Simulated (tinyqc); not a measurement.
UHF in the sto-3g basis, for Be+, spin multiplicity 2, step by step (part 2 of 2). Computed by tinyqc, a small Python program that keeps every step (integrals from PySCF). Command: `OMP_NUM_THREADS=1 python tinyqc.py 24416 24417 out.jsonl` (the two numbers bound the seeds that draw the settings). One thread of a shared host (Intel(R) Xeon(R) Processor @ 2.60GHz), about 0.06 s of CPU time with the checks.

Geometry (angstrom):
```
atom       x       y       z
Be    0.0000  0.0000  0.0000
```

## Convergence

Stop when the energy changes by less than 1e-10 hartree and every element of the error matrix X^T (F D S - S D F) X (for each spin) is below 3e-06.

Course of the cycle:
```
iteration  E (hartree)     change  largest element of the error matrix
1            -6.365941          -                             1.84e+00
2           -14.012184  -7.65e+00                             1.26e-01
3           -14.055153  -4.30e-02                             5.13e-02
4           -14.075357  -2.02e-02                             4.12e-02
5           -14.086591  -1.12e-02                             3.04e-02
6           -14.092365  -5.77e-03                             2.16e-02
7           -14.095212  -2.85e-03                             1.51e-02
8           -14.096587  -1.38e-03                             1.05e-02
9           -14.097245  -6.58e-04                             7.26e-03
10          -14.097559  -3.14e-04                             5.01e-03
11          -14.097708  -1.49e-04                             3.45e-03
12          -14.097779  -7.08e-05                             2.38e-03
13          -14.097812  -3.36e-05                             1.64e-03
14          -14.097828  -1.60e-05                             1.13e-03
...                ...        ...                                  ...
18          -14.097842  -8.09e-07                             2.54e-04
19          -14.097842  -3.84e-07                             1.75e-04
20          -14.097843  -1.82e-07                             1.21e-04
21          -14.097843  -8.64e-08                             8.31e-05
22          -14.097843  -4.10e-08                             5.72e-05
23          -14.097843  -1.94e-08                             3.94e-05
24          -14.097843  -9.23e-09                             2.72e-05
25          -14.097843  -4.38e-09                             1.87e-05
26          -14.097843  -2.08e-09                             1.29e-05
27          -14.097843  -9.86e-10                             8.88e-06
28          -14.097843  -4.68e-10                             6.11e-06
29          -14.097843  -2.22e-10                             4.21e-06
30          -14.097843  -1.05e-10                             2.90e-06
31          -14.097843  -5.00e-11                             2.00e-06
```

PySCF UHF in the same basis, after a stability check = -14.097843 hartree

Converged in 31 iterations.

## Populations

D(alpha) after iteration 31, order 1Be 1s, 1Be 2s, 1Be 2px, 1Be 2py, 1Be 2pz:
$$\begin{pmatrix}
1.0722 & -0.2783 & 0.0000 & 0.0000 & 0.0000 \\
-0.2783 & 1.0722 & 0.0000 & 0.0000 & 0.0000 \\
0.0000 & 0.0000 & 0.0000 & 0.0000 & 0.0000 \\
0.0000 & 0.0000 & 0.0000 & 0.0000 & 0.0000 \\
0.0000 & 0.0000 & 0.0000 & 0.0000 & 0.0000
\end{pmatrix}$$

D(beta) after iteration 31, order 1Be 1s, 1Be 2s, 1Be 2px, 1Be 2py, 1Be 2pz:
$$\begin{pmatrix}
0.9858 & 0.0260 & 0.0000 & 0.0000 & 0.0000 \\
0.0260 & 0.0007 & 0.0000 & 0.0000 & 0.0000 \\
0.0000 & 0.0000 & 0.0000 & 0.0000 & 0.0000 \\
0.0000 & 0.0000 & 0.0000 & 0.0000 & 0.0000 \\
0.0000 & 0.0000 & 0.0000 & 0.0000 & 0.0000
\end{pmatrix}$$

overlap S, order 1Be 1s, 1Be 2s, 1Be 2px, 1Be 2py, 1Be 2pz:
$$\begin{pmatrix}
1.0000 & 0.2595 & 0.0000 & 0.0000 & 0.0000 \\
0.2595 & 1.0000 & 0.0000 & 0.0000 & 0.0000 \\
0.0000 & 0.0000 & 1.0000 & 0.0000 & 0.0000 \\
0.0000 & 0.0000 & 0.0000 & 1.0000 & 0.0000 \\
0.0000 & 0.0000 & 0.0000 & 0.0000 & 1.0000
\end{pmatrix}$$

Mulliken: Z minus the diagonal of D S on the atom; Loewdin: the same with S^(1/2) D S^(1/2).

Charges (e):
```
atom  Mulliken  Loewdin  Mulliken spin
1Be     1.0000   1.0000         1.0000
```

<S^2> of the determinant (pure state: 0.75) = 0.7500
